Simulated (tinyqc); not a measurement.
Inside a calculation: two-dimensional electron gas with Rashba and Dresselhaus coupling. Values are carried at full precision from step to step, so a last printed digit may differ when a step is redone from the rounded ones.

H = c k^2/m + al (ky sx - kx sy) + b1 (kx sx - ky sy) + gam kx ky (kx sy - ky sx), s the Pauli matrices, x = [100], c = hbar^2/2m0, b1 = gam (pi/L)^2 (hard walls). H = c k^2/m + B.s, so E = c k^2/m -/+ |B| and the lower state has its spin along -B.

Constants: hbar^2/2m0 = 3.80998211 eV angstrom^2; hbar = 6.58211957e-16 eV s.

Parameters, chosen for this exercise (of the size met in GaN; the results hold for these values, not for the real material): m = 0.2209 m0 (mass); al = 0.0034 eV angstrom (Rashba constant); gam = 0 eV angstrom^3 (bulk Dresselhaus constant); L = 122 angstrom (width of the (001) well); n = 20 1e11/cm^2 (sheet density (one subband filled)); phi = 110 degrees (angle of k from [100]).

## Scales

b1; mean Fermi wave vector k0 = sqrt(2 pi n) (1e11/cm^2 = 1e-5/angstrom^2); E0 = c k0^2/m; b3 = gam k0^2/4; kR = al m/(2c) and ER = al kR/2, the shift and depth of a pure Rashba band.

b1 = 0 eV angstrom
k0 = 0.03545 1/angstrom
E0 = 21.674 meV
b3 = 0 eV angstrom
kR = 9.856e-05 1/angstrom
ER = 0.0001676 meV

There is no Dresselhaus term; kR is 0.3 % of k0.

## Spin-orbit field at one point of the Fermi circle

k = k0 (cos phi, sin phi). Form B, the splitting 2|B| and the direction of the lower spin, atan2(-By, -Bx).

Bx, By (meV): 0.1133  0.0412

splitting = 0.2411 meV
direction of the lower spin = -160.0 degrees

## The matrix

H = [[E0, Bx - i By], [Bx + i By, E0]] in meV; diagonalise. Precession period h/(2|B|) = 2 pi hbar/(splitting).

H (meV):
```
                  up            down
up           21.6739  0.1133-0.0412i
down  0.1133+0.0412i         21.6739
```

levels (meV): 21.5534  21.7944

period = 17.2 ps

## The two wave vectors at the energy E0 along this direction

Solve c k^2/m -/+ |B(k)| = E0. The spin turns by (k_outer - k_inner) per length, so a half turn takes pi/(difference).

k (1/angstrom): outer 0.035548, inner 0.035351

difference = 0.0001971 1/angstrom
length of a half turn = 1594 nm

For linear terms alone the difference is (m/c)|B|/k, whatever the energy: every electron along this direction turns alike, the basis of the spin transistor.

## Checks

- Difference of the Fermi wave vectors without Dresselhaus terms against al m/c: both 0.00019713.

(tinyqc, `OMP_NUM_THREADS=1 python tinyqc.py 1481244 1481245 out.jsonl`, Intel(R) Xeon(R) Processor @ 2.30GHz, 1 thread, shared host, about 0.01 s.)
